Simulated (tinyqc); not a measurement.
Schottky emission and Poole-Frenkel conduction in an insulator, and how to tell them apart: one step of the calculation.

Schottky emission (electrode-limited): J = As T^2 exp[-(pb - b sqrt(F))/Vt], b = sqrt(q/(4 pi eps0 ei)). Poole-Frenkel emission (bulk-limited): J = s0 F exp[-(pt - 2 b sqrt(F))/Vt]. F in V/cm.

Problem. Both currents at one field. Lowerings b sqrt(F) and 2 b sqrt(F); the image-force maximum lies at sqrt(q/(16 pi eps0 ei F)) from the electrode.

Values chosen for this exercise; dielectric values close to those of aluminium oxide: temperature T = 300 K; high-frequency relative permittivity ei = 3.31; trap depth pt = 0.77 eV; Poole-Frenkel prefactor s0 = 0.32 S/cm; electrode barrier pb = 1.46 eV; Richardson constant As = 20 A/(cm^2 K^2); field F = 0.9 MV/cm.

Constants: q = 1.602176634e-19 C, kB = 1.380649e-23 J/K, Vt = kB T/q, eps0 = 8.8541878128e-14 F/cm where lengths are in cm. Results are converted to the units shown.

Give: Schottky lowering; position of the barrier top; Poole-Frenkel lowering; J, Schottky; J, Poole-Frenkel.

Solution.

Schottky lowering = 197.87 meV
position of the barrier top = 1.0993 nm
Poole-Frenkel lowering = 395.74 meV
J, Schottky = 1.1284e-15 A/cm^2
J, Poole-Frenkel = 0.14864 A/cm^2

Injection and bulk transport act in series, so the smaller capacity limits the current: here the electrode, by a factor of 1.32e14.

Computed by the program tinyqc: `OMP_NUM_THREADS=1 python tinyqc.py 2370123 2370124 out.jsonl`, one thread of a shared Intel Xeon 2.30GHz, about 0.01 s for the whole run.
